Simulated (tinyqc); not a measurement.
Ways to converge the cycle: SCF convergence aids in the 6-311g basis, for H2, spin multiplicity 1. Computed by the program tinyqc with PySCF. 

Geometry (angstrom):
```
atom       x       y       z
H     0.0000  0.0000  0.0000
H     0.0000  0.0000  1.1040
```

lowest restricted solution found by these runs and by PySCF = -1.077086 hartree

RHF with one setting changed at a time; a run stops when the energy changes by less than 1e-09 hartree and the error matrix is below 1e-5. The start is the core Hamiltonian. Damping d keeps d of the old density; a shift (hartree) raises the virtual levels; DIIS n extrapolates F over n matrices.

Largest element of the error matrix X^T (FDS - SDF) X:
```
iteration    plain  damping 0.3  damping 0.6  shift 0.4   DIIS 3   DIIS 8
1          8.4e-02      8.4e-02      8.4e-02    8.4e-02  8.4e-02  8.4e-02
2          1.7e-02      3.7e-02      5.7e-02    3.4e-02  1.7e-02  1.7e-02
3          4.4e-03      1.6e-02      3.9e-02    1.8e-02  1.8e-03  1.8e-03
4          1.1e-03      7.2e-03      2.7e-02    9.3e-03  5.2e-05  5.2e-05
5          2.5e-04      3.3e-03      1.8e-02    4.5e-03  3.0e-07  2.1e-07
6          5.9e-05      1.6e-03      1.2e-02    2.2e-03  1.0e-11  1.1e-07
8          3.1e-06      3.6e-04      5.7e-03    5.0e-04        -        -
10               -      7.9e-05      2.6e-03    1.1e-04        -        -
14               -      3.7e-06      6.3e-04    5.9e-06        -        -
20               -            -      7.3e-05          -        -        -
30               -            -      1.9e-06          -        -        -
```

How each run ends:
```
run          iterations  E (hartree)         state
plain                 8    -1.077086  lowest found
damping 0.3          17    -1.077086  lowest found
damping 0.6          35    -1.077086  lowest found
shift 0.4            14    -1.077086  lowest found
DIIS 3                6    -1.077086  lowest found
DIIS 8                6    -1.077086  lowest found
```

6 of 6 runs reach the lowest restricted solution found, in 6 to 35 iterations (fastest: DIIS 3, DIIS 8). Plain steps already contract here, so damping only slows them. DIIS 3 and DIIS 8 gain by cancelling the error over several earlier matrices, much as a quasi-Newton step does.
